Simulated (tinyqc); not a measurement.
## All-pass ring resonator: effect of the ring radius

A ring of length L = 2 pi Rr coupled to one bus waveguide: round-trip amplitude a = 10^(-al L/20), self-coupling t = sqrt(1 - k2). At detuning d from the resonance the round-trip phase is p = 2 pi d/FSR and the transmission T = (a^2 - 2 a t cos p + t^2)/(1 - 2 a t cos p + a^2 t^2). Lossless coupler, linear absorption only.

FSR = lam^2/(ng L), finesse F = pi sqrt(a t)/(1 - a t), FWHM = FSR/F, Q = lam/FWHM, Tmin = (a - t)^2/(1 - a t)^2, power build-up k2 a^2/(1 - a t)^2, optical bandwidth c/(lam Q).

Inputs (values chosen for the exercise); values close to those of silicon nitride waveguides:
```
symbol,value,unit,meaning
lam,1550,nm,cold resonance wavelength
ng,1.99,,group index
al,0.43,dB/cm,propagation loss
k2,0.0088,,power coupling
```

Constants: c = 299792458 m/s. Results are converted to the units shown.

The same in every row: t = 0.9956.

Result of one run:
```
Rr (um)	a	Q	Tmin	build-up	bandwidth (GHz)
17	0.9995	8.707e4	0.6182	360.8	2.221
```

What becomes of these results when the ring radius Rr is changed from 17 to 71 um, all else the same?

Result of the changed run:
```
Rr (um)	a	Q	Tmin	build-up	bandwidth (GHz)
71	0.9978	2.715e5	0.1113	200.8	0.7125
```

The whole series:
```
Rr (um)	a	Q	Tmin	build-up	bandwidth (GHz)
17	0.9995	8.707e4	0.6182	360.8	2.221
27	0.9992	1.301e5	0.4633	319.3	1.487
44	0.9986	1.926e5	0.2778	263.5	1.004
71	0.9978	2.715e5	0.1113	200.8	0.7125
110	0.9966	3.555e5	0.01620	143.3	0.5440
190	0.9941	4.661e5	0.02082	82.35	0.4149
300	0.9907	5.529e5	0.1276	46.31	0.3498
```

As Rr goes from 17 to 300 um, Q rises from 87100 to 5.53e5, Tmin goes from 0.618 through a minimum of 0.0162 (at Rr = 110 um among the rows listed) to 0.128 and the build-up falls from 361 to 46.3. The ring is overcoupled (t < a) in 5 of the 7 rows; the dip is deepest where t and a cross. Bend loss, which grows for small rings, is left out.

Computed by the program tinyqc: `OMP_NUM_THREADS=1 python tinyqc.py 2650042 2650043 out.jsonl`, one thread of a shared Intel Xeon 2.30GHz, about 0.01 s for the whole run.
